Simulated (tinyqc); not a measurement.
# From one set of inputs to another, one input at a time

Model: binary melting diagram from solution models of liquid and solid. Computed by tinyqc, a small Python program. Command: `OMP_NUM_THREADS=1 python tinyqc.py 3015416 3015417 out.jsonl melt ladder`. One thread of a shared host (Intel(R) Xeon(R) Processor @ 2.30GHz), about 0.01 s of CPU time with the checks.

x is the fraction of B. In a phase with interaction L: mu_A = G_A + R T ln(1 - x) + L x^2, mu_B = G_B + R T ln x + L (1 - x)^2. Melting: G(liquid) - G(solid) = H (1 - T/T_m) for each pure component.

The inputs printed are set A. Inputs not listed in the table keep their values of set A, so the rows need not describe a real material.

Inputs (values chosen for the exercise, for a model alloy):
```
quantity                value    unit
melting point T_A        1180       K
melting point T_B         880       K
heat of melting H_A      12.2  kJ/mol
heat of melting H_B      9.63  kJ/mol
liquid interaction L_L   -8.5  kJ/mol
overall fraction x0      0.55       -
```

Diagram: eutectic with pure solids.

Constants: R = 8.314462618 J/(mol K).

Method:
- Liquid against pure solid A: T = (H_A + L_L x^2)/(H_A/T_A - R ln(1 - x)); against pure solid B: T = (H_B + L_L (1 - x)^2)/(H_B/T_B - R ln x).
- Halve the interval 0.001 to 0.999 for the crossing, 44 times.
- Primary solid forms at the higher branch; just above T_E its mole fraction is (x_E - x0)/x_E for A or (x0 - x_E)/(1 - x_E) for B, and the rest freezes as eutectic, with B making up x_E of it.

Each row keeps all changes above it:
```
input moved                      from    to  eutectic composition x_E  eutectic temperature T_E (K)  liquidus temperature (K)
set A                               -     -                    0.5832                           528                       567
heat of melting H_B (kJ/mol)     9.63  25.3                    0.4739                           656                       699
melting point T_B (K)             880  1205                    0.3838                           762                       908
heat of melting H_A (kJ/mol)     12.2  37.9                    0.5523                           910                       912
melting point T_A (K)            1180  1740                    0.7184                          1037                      1243
liquid interaction L_L (kJ/mol)  -8.5   -20                    0.6634                           944                      1121
```

Eutectic composition x_E goes from 0.583 to 0.663, a factor 1.14 in all. The largest single move comes from heat of melting H_A (a factor 1.44), and melting point T_B works against it (a factor 0.810). Eutectic temperature T_E goes from 528 to 944, a factor 1.79 in all. The largest single move comes from heat of melting H_B (a factor 1.24), and liquid interaction L_L works against it (a factor 0.910). Liquidus temperature goes from 567 to 1120, a factor 1.98 in all. The largest single move comes from melting point T_A (a factor 1.36), and liquid interaction L_L works against it (a factor 0.902). The single moves hold for this order of the switches; the total does not depend on the order.

Extremes, crossings and ranges named in words are read from the listed rows.
